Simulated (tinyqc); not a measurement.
Modulation-doped quantum well, Poisson-Schroedinger loop: one step of the calculation.

A well of width L centred at z = 0 between barriers Vb; effective-mass electrons in two equivalent valleys, parabolic bands. The electrons come from donor sheets outside the mesh, a share fL of Ns on the left and the rest on the right, so the structure is neutral. Energies are counted from the band edge of the well, with U = 0 on the first node in the Hartree part.

Task. Converged levels, occupations and centroid. Tridiagonal Hamiltonian with psi = 0 one step beyond both ends: H_ii = C (1/m_(i-1/2) + 1/m_(i+1/2))/hz^2 + V0_i + U_i, H_(i,i+1) = -C/(m_(i+1/2) hz^2), C = hbar^2/(2 m0). The lowest 2 level(s) are kept, normalised to hz sum |psi|^2 = 1.

Level k holds N_k = D_k Vt ln(1 + exp((EF - E_k)/Vt)) with D = 2 md m0 q/(pi hbar^2) per eV (spin included); EF is fixed by sum N_k = Ns.

Solve for the levels with V0 + U, find EF, n_i = sum_k N_k |psi_k|^2 (in cm^-3); share of each level N_k/Ns; centroid sum n z/sum n.

Parameters, values chosen for the exercise; material values close to those of strained Si in SiGe (two lower valleys):

| symbol | value | unit | meaning |
|---|---|---|---|
| T | 20 | K | temperature |
| md | 0.189 | m0 | in-plane mass |
| hz | 0.2133 | nm | mesh step |
| Ns | 2e12 | cm^-2 | sheet density of electrons |

Constants: q = 1.602176634e-19 C, kB = 1.380649e-23 J/K, hbar = 1.054571817e-34 J s, m0 = 9.1093837015e-31 kg, Vt = kB T/q, hbar^2/(2 m0) = 0.0380998212 eV nm^2. Results are converted to the units shown.

```
node    z (nm)  fixed potential V0 (eV)  converged U (eV)
1     -2.02635               0.20400000       0.000000000
2     -1.81305               0.20400000       0.006539345
3     -1.59975               0.20400000       0.013067458
4     -1.38645               0.20400000       0.019564630
5     -1.17315               0.20400000       0.025988866
6     -0.95985               0.00000000       0.032250358
7     -0.74655               0.00000000       0.038154799
8     -0.53325               0.00000000       0.043495000
9     -0.31995               0.00000000       0.048096373
10    -0.10665               0.00000000       0.051849062
11     0.10665               0.00000000       0.054722748
12     0.31995               0.00000000       0.056765497
13     0.53325               0.00000000       0.058090299
14     0.74655               0.00000000       0.058853446
15     0.95985               0.00000000       0.059228596
16     1.17315               0.20400000       0.059379968
17     1.38645               0.20400000       0.059438212
18     1.59975               0.20400000       0.059458626
19     1.81305               0.20400000       0.059464487
20     2.02635               0.20400000       0.059465498
```

mass on the intervals 1/2, 3/2, ... (mean of both at an interface) (m0): [0.929, 0.929, 0.929, 0.929, 0.929, 0.926, 0.923, 0.923, 0.923, 0.923, 0.923, 0.923, 0.923, 0.923, 0.923, 0.926, 0.929, 0.929, 0.929, 0.929, 0.929]

Find: levels; EF; shares; n; centroid.

Result.

levels (eV): E1 0.0928, E2 0.2064
EF = 0.1055 eV
shares (%): E1 100.0, E2 0.0
n, node 1 to 20 (in units of 1e19 cm^-3): [0.004, 0.016, 0.044, 0.105, 0.233, 0.512, 0.809, 1.059, 1.216, 1.260, 1.191, 1.029, 0.805, 0.556, 0.321, 0.133, 0.054, 0.021, 0.007, 0.001]
centroid = -0.08745 nm

tinyqc, about 0.1 s, one thread, Intel Xeon 2.30GHz (shared host): `OMP_NUM_THREADS=1 python tinyqc.py 2140026 2140027 out.jsonl`
